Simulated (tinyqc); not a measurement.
# Permittivity and interface capacitance from two thicknesses

Question. 1/C = t/(eps0 ek) + 2/ci for planar capacitors that differ only in thickness. Find ek, ci and the EOT of the interfaces, 2 x 3.9 eps0/ci.

Constants: eps0 = 8.8541878128e-14 F/cm where lengths are in cm. Results are converted to the units shown.

C at t = 5.3 and 16 nm (uF/cm^2): 1.1674432  0.39009959

Answer. 1/C is a straight line in t: the slope gives ek and the intercept 2/ci. A single thickness would give only the effective permittivity; when the interfaces are a small part of 1/C, ci needs very accurate data.

ek = 7.080
ci = 180.0 uF/cm^2
EOT of the interfaces = 0.03837 nm

Computed by the program tinyqc: `OMP_NUM_THREADS=1 python tinyqc.py 2102184 2102185 out.jsonl`, one thread of a shared Intel Xeon 2.30GHz, about 0.01 s for the whole run.
